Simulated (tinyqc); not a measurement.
Inside a calculation: fitting sp3s* parameters to three gaps by Newton steps. Values are carried at full precision from step to step, so a last printed digit may differ when a step is redone from the rounded ones.

sp3s* tight binding, nearest neighbours only: anion (a) at 0, cation (c) at a/4 (1,1,1), orbitals s, px, py, pz, s* on each; k in units of 2 pi/a. With phases e_j = exp(i (pi/2) k.n_j) for n = (1,1,1), (1,-1,-1), (-1,1,-1), (-1,-1,1): g0 = (e1+e2+e3+e4)/4, g1 = (e1+e2-e3-e4)/4, g2 = (e1-e2+e3-e4)/4, g3 = (e1-e2-e3+e4)/4. The diagonal holds the levels Esa, Epa, Exa (s*) and Esc, Epc, Exc. Anion-cation block: <sa|sc> = Vss g0; <sa|xc> = Vsapc g1; <xa|sc> = -Vscpa g1; <xa|xc> = Vxx g0; <xa|yc> = <ya|xc> = Vxy g3, <xa|zc> = <za|xc> = Vxy g2, <ya|zc> = <za|yc> = Vxy g1; <s*a|xc> = Vxapc g1; <xa|s*c> = -Vpaxc g1; y and z take g2 and g3 in place of g1; s-s* and s*-s* vanish.

Gaps are level 5 at Gamma, X = (1,0,0) and L = (1/2,1/2,1/2) less level 4 at Gamma; no spin-orbit coupling. Free parameters: Vss, Vxapc and Vpaxc. H is linear in them, so by Hellmann-Feynman J_ij = <u|dH/dp_j|u> for level 5 at point i less the same for level 4 at Gamma. Newton: p(new) = p + J^-1 (target - gaps); stop when all misses are below 1e-7 eV.

Inputs chosen for the exercise (out of a larger set: near a published set for GaAs, fitted to gaps, whose masses and valley positions are rough; not measured data): p = (-8.347, 1.052, -2.663, 3.707, 8.685, 6.692, -6.515, 1.966, 5.117, 4.476, 5.835, 4.867, 4.824) eV (start, order Esa, Epa, Esc, Epc, Exa, Exc, Vss, Vxx, Vxy, Vsapc, Vscpa, Vxapc, Vpaxc); tg = (1.3362, 1.8614, 1.5956) eV (target gaps at Gamma, X, L).

## Gaps of the starting set

Compute the gaps and the misses.

gaps (eV): Gamma 1.5956, X 2.0507, L 1.7078

target less gap (eV): Gamma -0.2594, X -0.1893, L -0.1122

## The Jacobian

Form J and its singular values.

J:
```
           Vss    Vxapc    Vpaxc
Gamma  -0.9166   0.0000   0.0000
X       0.0000  -0.8518   0.0000
L      -0.2431  -0.2318  -0.1291
```

singular values: 0.9609  0.8702  0.1206

The gap at Gamma answers to Vss. The condition number is 8.0.

## The first Newton step

Solve J dp = target less gap; the columns of J are Vss, Vxapc and Vpaxc.

dp (eV): Vss 0.283, Vxapc 0.222, Vpaxc -0.063

## The iteration

Repeat with J formed anew.

Newton steps (eV):
```
i      Vss   Vxapc   Vpaxc   Gamma       X       L  largest miss
0  -6.5150  4.8670  4.8240  1.5956  2.0507  1.7078          0.26
1  -6.2320  5.0893  4.7609  1.3371  1.8612  1.5928        0.0028
2  -6.2310  5.0890  4.7352  1.3362  1.8614  1.5956       1.2e-05
3  -6.2310  5.0890  4.7350  1.3362  1.8614  1.5956       2.2e-10
```

Converged in 3 steps; the miss goes 0.26, 0.0028, 1.2e-05, 2.2e-10, about squaring each time once it is small. The largest change is 0.284 eV in Vss, for a first miss of 0.259 eV.

## Checks

- J by Hellmann-Feynman against central differences: largest difference 2.7e-10.

(tinyqc, `OMP_NUM_THREADS=1 python tinyqc.py 1451148 1451149 out.jsonl`, Intel(R) Xeon(R) Processor @ 2.30GHz, 1 thread, shared host, about 0.1 s.)
